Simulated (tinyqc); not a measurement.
Hall effect and magnetoresistance of several carrier groups with constant relaxation times: one step, computed by the program tinyqc.

Group 1 has charge +e and group 2 charge +e; s_i is that sign. B lies along z; mu B is formed with mu in m^2/(V s).

Question. Conductivity of each group. sigma_xx = sum n_i e mu_i/(1 + mu_i^2 B^2); sigma_xy = sum s_i n_i e mu_i^2 B/(1 + mu_i^2 B^2).

Inputs (values chosen for the exercise, for a model conductor):
```
quantity            value        unit
density n1        4.3e+10      1/cm^2
mobility mu1        15000  cm^2/(V s)
density n2          1e+12      1/cm^2
mobility mu2          480  cm^2/(V s)
magnetic field B      2.1           T
```

Carriers: light and heavy holes. Densities: per area (a thin layer).

Constants: e = 1.602176634e-19 C.

Give: Parts (S); sigma_xx; sigma_xy; sigma at B = 0.

Answer.

Parts (S):
```
group      mu B   sigma_xx   sigma_xy
group 1    3.15  9.461e-06  2.980e-05
group 2  0.1008  7.613e-05  7.674e-06
```

sigma_xx = 8.559e-05 S

sigma_xy = 3.748e-05 S

sigma at B = 0 = 1.802e-04 S
